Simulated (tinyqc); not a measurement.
Reaction control against transport control: chemical vapour deposition: Grove model, boundary layer, depletion and step coverage. Computed by tinyqc, a small Python program. Command: `OMP_NUM_THREADS=1 python tinyqc.py 3016777 3016778 out.jsonl cvd walk`. One thread of a shared host (Intel(R) Xeon(R) Processor @ 2.30GHz), about 0.01 s of CPU time with the checks.

A precursor diffuses to the surface and reacts there at first order; each molecule that reacts adds one formula unit of film.

Inputs (values chosen for the exercise, close to those used for polysilicon from silane):
```
quantity                                            value                unit
prefactor k0 of k_s                               1.1e+08                cm/s
activation energy E                                  1.64                  eV
temperature T                                         760                   C
total pressure p                                      110                torr
mole fraction of the precursor Y                   0.0041                   -
gas diffusivity D0 at 273.15 K and 760 torr          0.55              cm^2/s
film density N                                      5e+22  formula units/cm^3
gas velocity U                                         40                cm/s
kinematic viscosity nu0 at 273.15 K and 760 torr     0.65              cm^2/s
susceptor length L                                     46                  cm
channel height b                                      7.8                  cm
```

Reactor: horizontal, reduced pressure.

Constants: k_B = 8.617333262e-05 eV/K; k_B = 1.380649e-23 J/K.

Method:
- k_s = k0 exp(-E/(k_B T)); C_g = Y p/(k_B T), 1 torr = 133.322 Pa; D = D0 (T/273.15)^1.75 (760/p).
- nu = nu0 (T/273.15)^1.75 (760/p); Re = U L/nu; mean boundary layer delta = (2/3) L/sqrt(Re), at most b/2; h_g = D/delta.
- Fluxes in series: C_s = C_g/(1 + k_s/h_g); growth rate G = k_s h_g/(k_s + h_g) C_g/N; 1 cm/s = 6e8 nm/min.
- Temperatures in kelvin are T(C) + 273.15.

Rates:
```
T (C)  k_s (cm/s)  h_g (cm/s)  G (nm/min)  reaction limit (nm/min)  transport limit (nm/min)
560    1.3211e-02       6.859  8.2707e-01               8.2867e-01                    430.26
610    4.8148e-02       7.596  2.8312e+00               2.8492e+00                    449.49
660    1.5277e-01       8.364  8.4025e+00               8.5559e+00                    468.44
710    4.3102e-01       9.164  2.1882e+01               2.2912e+01                    487.14
760    1.0999e+00       9.995  5.0122e+01               5.5638e+01                    505.61
810    2.5743e+00      10.857  1.0040e+02               1.2421e+02                    523.85
860    5.5893e+00      11.750  1.7468e+02               2.5778e+02                    541.89
910    1.1366e+01      12.672  2.6466e+02               5.0204e+02                    559.72
960    2.1820e+01      13.624  3.5544e+02               9.2473e+02                    577.37
```

What does the comparison show, and why?

The apparent activation energy of G is 1.56 eV between the first rows and 0.74 eV between the last, against E = 1.64 eV. k_s passes h_g between 910 and 960 C, where control shifts from the surface to the gas. In the reaction limit the slope is E - k_B T, because C_g falls as 1/T; any further lowering comes from transport.

Extremes, crossings and ranges named in words are read from the listed rows.
